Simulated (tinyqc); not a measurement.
Inside a calculation. Model: bandgap voltage reference from two bipolar transistors.

Program tinyqc, `OMP_NUM_THREADS=1 python tinyqc.py 2062062 2062063 out.jsonl`; Intel Xeon 2.30GHz, shared host, one thread, about 0.02 s. Printed values are rounded.

Two transistors of area 1 and N carry the same current I. Is(T) = Is (T/T0)^eta exp[(Vg0 q/kB)(1/T0 - 1/T)], VBE1 = Vt ln(I/Is(T)) + I rb, VBE2 = Vt ln(I/(N Is(T))) + I rb/N. The amplifier forces I R1(T) = VBE1 - VBE2 + Vos, with R(T) = R (1 + tc (T - T0)) for both resistors, and the output is Vref = VBE1 + I R2(T). Base currents and the Early effect are neglected.

Parameters, values chosen for the exercise; values of the order met in silicon bipolar transistors: reference temperature T0 = 300 K; band-gap voltage extrapolated to 0 K Vg0 = 1.204 V; temperature exponent of the saturation current eta = 3.7; saturation current of the unit transistor at T0 Is = 9.6e-18 A; area ratio of the second transistor N = 24; resistor across which the difference of VBE falls, at T0 R1 = 8.5 kohm; temperature coefficient of both resistors tc = -600 ppm/K; offset of the amplifier Vos = 0 mV; series resistance of the unit transistor rb = 64 ohm; output resistor at T0 R2 = 55.09 kohm; temperature T = 233 K.

Constants: q = 1.602176634e-19 C, kB = 1.380649e-23 J/K. Results are converted to the units shown.

## Operating point at the reference temperature

Vt = kB T/q; I = (Vt ln N + Vos)/(R1(T) - rb (1 - 1/N)). Evaluate at T = T0.

Vt = 0.02585200 V
I = 9.736022 uA
Is(T) = 9.6e-18 A
VBE1 = 0.7153040 V
I R2 = 0.5363575 V
Vref = 1.251661 V

## Operating point at another temperature

Vt = kB T/q; I = (Vt ln N + Vos)/(R1(T) - rb (1 - 1/N)).

Vt = 0.02007839 V
I = 7.267372 uA
Is(T) = 5.754271e-24 A
VBE1 = 0.8373319 V
I R2 = 0.4164540 V
Vref = 1.253786 V

From T0 to T, VBE1 changes by 122 mV and I R2 by -120 mV, which leaves 2.12 mV in Vref.

## Resistor for zero slope at T0, ideal case

With tc = 0, Vos = 0 and rb = 0 the current is proportional to T, dVBE/dT = (VBE - Vg0 - (eta - 1) Vt)/T, and Vref has zero slope at T0 when Vref = Vg0 + (eta - 1) Vt0. Find VBE1, its slope, that Vref, R2/R1 and the curvature d2Vref/dT2 = -(eta - 1) kB/(q T0).

VBE1 = 0.7144937 V
dVBE/dT = -1.864356 mV/K
Vref = 1.273800 V
R2/R1 = 6.807610
curvature = -0.7755600 uV/K^2
